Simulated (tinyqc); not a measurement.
MOS capacitor on a p-type substrate, surface potential from the exact charge relation: two steps of the calculation.

Uniform p-type substrate, Boltzmann statistics, full ionisation, classical densities. psi is the surface potential against the body (positive when the bands bend down) and u = psi/Vt. Traps are spread evenly over the gap and neutral at flat band, so their charge is -q Dit psi; the minority quasi-Fermi level is shifted by Vb.

Parameters, values chosen for the exercise; band and dielectric values close to those of silicon: temperature T = 450 K; band gap Eg = 1.13 eV; relative permittivity eps_r = 11.5; conduction-band density of states at T Nc = 5.07e19 cm^-3; valence-band density of states at T Nv = 4.79e19 cm^-3; electron affinity chi = 4.11 eV; acceptor density of the substrate N = 6.1e16 cm^-3; relative permittivity of the gate insulator (close to aluminium oxide) eox = 9.02; insulator thickness tox = 19 nm; gate work function phiM = 4.21 eV; fixed charge at the interface, in units of q Nf = -3e11 cm^-2; density of interface traps Dit = 0 cm^-2 eV^-1; reverse bias of the inversion layer against the body Vb = 0.4 V; gate voltage against the body Vg = 2.29 V.

Constants: q = 1.602176634e-19 C, kB = 1.380649e-23 J/K, Vt = kB T/q, eps0 = 8.8541878128e-14 F/cm where lengths are in cm. Results are converted to the units shown.

Question 1. Flat band, threshold and scales. ni = sqrt(Nc Nv) exp(-Eg/(2 Vt)), Eg in volts; phiF = Vt ln(N/ni); Cox = eps0 eox/tox; Vfb = phiM - chi - (Eg - Vt ln(Nv/N)) - q Nf/Cox; Q0 = sqrt(2 eps0 eps_r q N Vt); r = (ni/N)^2 exp(-Vb/Vt); VT = Vfb + [(2 phiF + Vb)(1 + q Dit/Cox) + sqrt(2 eps0 eps_r q N (2 phiF + Vb))/Cox].

Wanted: ni; phiF; Cox; Vfb; Q0; r; VT.

Answer 1.

ni = 2.317e13 cm^-3
phiF = 0.3054 V
Cox = 0.4203 uF/cm^2
Vfb = -0.6572 V
Q0 = 27.78 nC/cm^2
r = 4.780e-12
VT = 0.6911 V

Question 2. Newton step for the surface potential. u = psi/Vt; F^2 = exp(-u) + u - 1 + r (exp(u) - u - 1); Qs = -sign(u) Q0 F; Cs = -dQs/dpsi = (Q0/Vt) |1 - exp(-u) + r (exp(u) - 1)|/(2 F). f = Vfb + psi + (q Dit psi - Qs)/Cox - Vg, f' = 1 + (Cs + q Dit)/Cox, psi(new) = psi - f/f'.

psi after iteration 1 = 1.5578886 V
Cox = 0.42034092 uF/cm^2
Vfb = -0.65715760 V
Q0 = 27.781206 nC/cm^2
r = 4.7801109e-12

Give: u; F; Qs; Cs; f; f'; psi after iteration 2.

Answer 2.

u = 40.17
F = 1157
Qs = -3.216e4 nC/cm^2
Cs = 414.6 uF/cm^2
f = 75.11 V
f' = 987.4
psi after iteration 2 = 1.482 V

This iterate lies far beyond the solution, so its charge is not a physical one.

Computed by the program tinyqc: `OMP_NUM_THREADS=1 python tinyqc.py 2060064 2060065 out.jsonl`, one thread of a shared Intel Xeon 2.30GHz, about 0.01 s for the whole run.
